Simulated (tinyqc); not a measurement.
Worked calculation: FCI on RHF in the sto-3g basis, frozen core, for BeH+, spin multiplicity 1. One step of it, computed by the program tinyqc.

Question. Iteration 1: building the Fock matrix. J_ij = sum D_kl (ij|kl), K_ij = sum D_kl (ik|jl); F = H + J - 0.5 K; E = tr D H + tr D J / 2 - 0.25 tr D K + E_nn.

D at the start, order 1Be 1s, 1Be 2s, 1Be 2px, 1Be 2py, 1Be 2pz, 2H 1s:
$$\begin{pmatrix}
1.979359 & 0.006903 & 0.000000 & 0.000000 & -0.126290 & -0.156226 \\
0.006903 & 0.258428 & 0.000000 & 0.000000 & 0.364329 & 0.365525 \\
0.000000 & 0.000000 & 0.000000 & 0.000000 & 0.000000 & 0.000000 \\
0.000000 & 0.000000 & 0.000000 & 0.000000 & 0.000000 & 0.000000 \\
-0.126290 & 0.364329 & 0.000000 & 0.000000 & 0.522976 & 0.526721 \\
-0.156226 & 0.365525 & 0.000000 & 0.000000 & 0.526721 & 0.530925
\end{pmatrix}$$

core Hamiltonian H = T + V (hartree), order 1Be 1s, 1Be 2s, 1Be 2px, 1Be 2py, 1Be 2pz, 2H 1s:
$$\begin{pmatrix}
-8.193166 & -2.016873 & 0.000000 & 0.000000 & -0.012270 & -0.295491 \\
-2.016873 & -2.418832 & 0.000000 & 0.000000 & -0.116417 & -0.834781 \\
0.000000 & 0.000000 & -1.922186 & 0.000000 & 0.000000 & 0.000000 \\
0.000000 & 0.000000 & 0.000000 & -1.922186 & 0.000000 & 0.000000 \\
-0.012270 & -0.116417 & 0.000000 & 0.000000 & -2.007989 & -0.944181 \\
-0.295491 & -0.834781 & 0.000000 & 0.000000 & -0.944181 & -1.767704
\end{pmatrix}$$

Two-electron integrals (ij|kl) in chemists' order, unique and non-zero (hartree):
```
(11|11) 2.298831   (21|11) 0.392036   (21|21) 0.079539   (22|11) 0.570988
(22|21) 0.143041   (22|22) 0.417683   (31|31) 0.014607   (32|31) 0.021888
(32|32) 0.092265   (33|11) 0.569578   (33|21) 0.143083   (33|22) 0.417589
(33|33) 0.449859   (41|41) 0.014607   (42|41) 0.021888   (42|42) 0.092265
(43|43) 0.024249   (44|11) 0.569578   (44|21) 0.143083   (44|22) 0.417589
(44|33) 0.401360   (44|44) 0.449859   (51|51) 0.014607   (52|51) 0.021888
(52|52) 0.092265   (53|53) 0.024249   (54|54) 0.024249   (55|11) 0.569578
(55|21) 0.143083   (55|22) 0.417589   (55|33) 0.401360   (55|44) 0.401360
(55|55) 0.449859   (61|11) 0.055670   (61|21) 0.011288   (61|22) 0.020481
(61|33) 0.020344   (61|44) 0.020344   (61|51) 0.000993   (61|52) 0.001881
(61|55) 0.020766   (61|61) 0.001679   (62|11) 0.154771   (62|21) 0.039446
(62|22) 0.128175   (62|33) 0.123086   (62|44) 0.123086   (62|51) 0.005116
(62|52) 0.033249   (62|55) 0.138232   (62|61) 0.006193   (62|62) 0.062266
(63|31) 0.003349   (63|32) 0.016312   (63|53) 0.005534   (63|63) 0.005196
(64|41) 0.003349   (64|42) 0.016312   (64|54) 0.005534   (64|64) 0.005196
(65|11) 0.173781   (65|21) 0.044779   (65|22) 0.152272   (65|33) 0.143311
(65|44) 0.143311   (65|51) 0.008194   (65|52) 0.051331   (65|55) 0.170037
(65|61) 0.007293   (65|62) 0.083519   (65|65) 0.114810   (66|11) 0.325117
(66|21) 0.084242   (66|22) 0.307989   (66|33) 0.286292   (66|44) 0.286292
(66|51) 0.011876   (66|52) 0.102519   (66|55) 0.351076   (66|61) 0.013450
(66|62) 0.195952   (66|65) 0.277275   (66|66) 0.774606
```

nuclear repulsion = 1.30419522 hartree

Give: Coulomb J; exchange K; Fock matrix F; total energy of this density.

Answer.

Coulomb J (hartree), order 1Be 1s, 1Be 2s, 1Be 2px, 1Be 2py, 1Be 2pz, 2H 1s:
$$\begin{pmatrix}
5.4525 & 1.0061 & 0.0000 & 0.0000 & 0.0306 & 0.1464 \\
1.0061 & 1.8697 & 0.0000 & 0.0000 & 0.1939 & 0.6708 \\
0.0000 & 0.0000 & 1.8338 & 0.0000 & 0.0000 & 0.0000 \\
0.0000 & 0.0000 & 0.0000 & 1.8338 & 0.0000 & 0.0000 \\
0.0306 & 0.1939 & 0.0000 & 0.0000 & 1.9326 & 0.8351 \\
0.1464 & 0.6708 & 0.0000 & 0.0000 & 0.8351 & 1.8220
\end{pmatrix}$$

exchange K (hartree), order 1Be 1s, 1Be 2s, 1Be 2px, 1Be 2py, 1Be 2pz, 2H 1s:
$$\begin{pmatrix}
4.5766 & 0.8318 & 0.0000 & 0.0000 & -0.0048 & 0.1212 \\
0.8318 & 0.4651 & 0.0000 & 0.0000 & 0.3691 & 0.4677 \\
0.0000 & 0.0000 & 0.0852 & 0.0000 & 0.0000 & 0.0000 \\
0.0000 & 0.0000 & 0.0000 & 0.0852 & 0.0000 & 0.0000 \\
-0.0048 & 0.3691 & 0.0000 & 0.0000 & 0.5634 & 0.6225 \\
0.1212 & 0.4677 & 0.0000 & 0.0000 & 0.6225 & 0.9810
\end{pmatrix}$$

Fock matrix F (hartree), order 1Be 1s, 1Be 2s, 1Be 2px, 1Be 2py, 1Be 2pz, 2H 1s:
$$\begin{pmatrix}
-5.0290 & -1.4267 & 0.0000 & 0.0000 & 0.0208 & -0.2096 \\
-1.4267 & -0.7816 & 0.0000 & 0.0000 & -0.1071 & -0.3978 \\
0.0000 & 0.0000 & -0.1310 & 0.0000 & 0.0000 & 0.0000 \\
0.0000 & 0.0000 & 0.0000 & -0.1310 & 0.0000 & 0.0000 \\
0.0208 & -0.1071 & 0.0000 & 0.0000 & -0.3570 & -0.4203 \\
-0.2096 & -0.3978 & 0.0000 & 0.0000 & -0.4203 & -0.4362
\end{pmatrix}$$

total energy of this density = -14.595101 hartree
